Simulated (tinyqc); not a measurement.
Weaire-Thorpe hybrids on a Bethe lattice: gap and dangling bond of an amorphous tetrahedral solid, step by step. Values are carried at full precision from step to step, so a last printed digit may differ when a step is redone from the rounded ones.

Four sp3 hybrids an atom at energy 0, coupled by -V1 on the atom and by -V2 along a bond; the bonds form a tree (no rings). For any network the gap runs at least from -V2 + V1 to V2 - 3 V1, and p-like states pile up at -V2 + V1 and V2 + V1. On the tree the gap is wider: it ends at Ec = -V1 + sqrt(V2^2 + 4 V1^2 - 2 sqrt3 V1 V2), which makes it well wider than the gaps of the real glasses. A branch seen from a hybrid has the self-energy S = V2^2 g, where g is the Green function of the hybrid across the bond, whose three partners carry S themselves. With a = z - V1, b = a - S: g = 1/(a + V1 b/(b + 3 V1)), z = E + i eta. A full atom has G = (1/b)(b + 3 V1)/(b + 4 V1) per hybrid; a dangling hybrid with shift dh has G = 1/(1/g - dh).

Values chosen for the exercise (of the size of tabulated hybrid energies for amorphous silicon; not measured data): V1 = 1.83 eV (coupling of two hybrids on one atom); V2 = 4.38 eV (coupling of the two hybrids of a bond); E = 2.25 eV (energy); eta = 0.03 eV (broadening); dh = 0.3 eV (shift of the dangling hybrid (rehybridisation)).

## Edges

Bounds -V2 + V1 and V2 - 3 V1. On the tree the s-like bands are narrower: E = -V1 -/+ sqrt(V2^2 + 4 V1^2 + V1 V2 e) with e from -2 sqrt3 to 2 sqrt3 (for a crystal, -4 to 4), so the conduction edge is -V1 + sqrt(V2^2 + 4 V1^2 - 2 sqrt3 V1 V2).

edges (eV): Ev -2.5500, Ec(bound) -1.1100, Ec(tree) 0.3640

gaps (eV): (bound, reached in the crystal) 1.4400, (tree) 2.9140

The gap needs no periodicity, only V2 > 2 V1 (here V2/V1 = 2.393); leaving out rings widens it by 1.474 eV. Two parameters give the trend, not the value.

## The self-energy at one energy

S = V2^2 g is a quadratic A S^2 + B S + C = 0 with A = a + V1, B = -(a (a + 4 V1) + V2^2), C = V2^2 (a + 3 V1), a = z - V1. Of the two roots take the one with Im S < 0 (if both qualify, the decaying one, with the smaller |V1 V2 g/(b + 3 V1)|).

A, B, C: 2.2500+0.0300i  -22.4343-0.2448i  113.3798+0.5755i

roots (eV): 5.0145+5.0410i  4.9560-5.0652i

S = 4.9560-5.0652i eV

## Densities at that energy

With z = E + i eta, b = z - V1 - S: full atom G = (b + 3 V1)/(b (b + 4 V1)); g = S/V2^2; dangling hybrid 1/(1/g - dh); densities -Im G/pi.

G (1/eV): (bulk) -0.0525-0.1199i, (dangling with dh = 0) 0.2583-0.2640i, (dangling with dh) 0.2536-0.3080i
densities (1/eV): (bulk) 0.0382, (dangling with dh = 0) 0.0840, (dangling with dh) 0.0980

## The dangling-bond level

For eta = 0 the level solves 1/g(E) = dh inside the gap (bisection); its weight on the dangling hybrid is 1/(d(1/g)/dE), by central differences with step 1e-5 eV.

level = 0.1330 eV
above Ev = 2.6830 eV
weight on the dangling hybrid = 0.407

The level lies at 92 % of the gap of the tree; 59 % of it spreads over the back bonds.

## Checks

- Conduction edge from the formula against the zero of the discriminant: both 0.364046.
- S from the quadratic against damped iteration of S = V2^2 g: both 4.955983.

Computed by tinyqc, a small Python program: `OMP_NUM_THREADS=1 python tinyqc.py 1451409 1451410 out.jsonl` (the numbers bound the seed that draws the inputs); one thread of a shared host (Intel(R) Xeon(R) Processor @ 2.30GHz), about 0.02 s for the whole set of steps.
